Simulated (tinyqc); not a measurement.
From results back to parameters: linear model of a band gap against the share of exact exchange. Three cases, with inputs chosen for the exercise.

Problem. Gap and optical dielectric constant were computed at two shares alpha. They follow E = E0 + S alpha and eps = 1 + (e0 - 1)(EP/(EP + S alpha))^2.

Case 1.

Values chosen (out of a larger set: of the order of those of MgO; not measured data): al12 = (0.2, 0.4) (two shares of exact exchange).

gaps (eV): 6.71600  8.87200

eps: 2.981864  2.725444

Case 2.

Values chosen (out of a larger set: of the order of those of HfO2; not measured data): al12 = (0.15, 0.3) (two shares of exact exchange).

gaps (eV): 5.48100  6.79200

eps: 4.500294  4.088698

Case 3.

Values chosen (out of a larger set: of the order of those of SiO2; not measured data): al12 = (0.2, 0.35) (two shares of exact exchange).

gaps (eV): 7.63000  9.10000

eps: 2.292689  2.174597

Find: S; E0; EP; e0.

Solution. The two gaps give S and E0. With q = sqrt((eps1 - 1)/(eps2 - 1)) = (EP + S alpha2)/(EP + S alpha1), EP = S (alpha2 - q alpha1)/(q - 1); e0 follows from either eps.

Case 1.

S = 10.78 eV
E0 = 4.56 eV
EP = 27.9 eV
e0 = 3.30

Case 2.

S = 8.74 eV
E0 = 4.17 eV
EP = 19.0 eV
e0 = 5.00

Case 3.

S = 9.80 eV
E0 = 5.67 eV
EP = 28.0 eV
e0 = 2.48

Computed by tinyqc, one run a case: `OMP_NUM_THREADS=1 python tinyqc.py N N+1 out.jsonl` with N = 1850115, 1850127, 1850142; one thread of a shared Intel(R) Xeon(R) Processor @ 2.30GHz, about 0.01 s a run at most.
